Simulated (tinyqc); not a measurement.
Inside a calculation. Method: Luttinger-Kohn k.p, four valence bands. One step of it, computed by the program tinyqc.

Question. Levels at k. Diagonalise the Hermitian matrix.

H(k) at k (eV), lower triangle (Hermitian):
```
                      3/2                 1/2                -1/2      -3/2
3/2              0.038617
1/2   -0.029226+0.043839i            0.112797
-1/2   0.004661+0.013700i            0.000000            0.112797
-3/2             0.000000  0.004661+0.013700i  0.029226-0.043839i  0.038617
```

Give: eigenvalues.

Answer.

eigenvalues (eV): 0.0097  0.0097  0.1417  0.1417
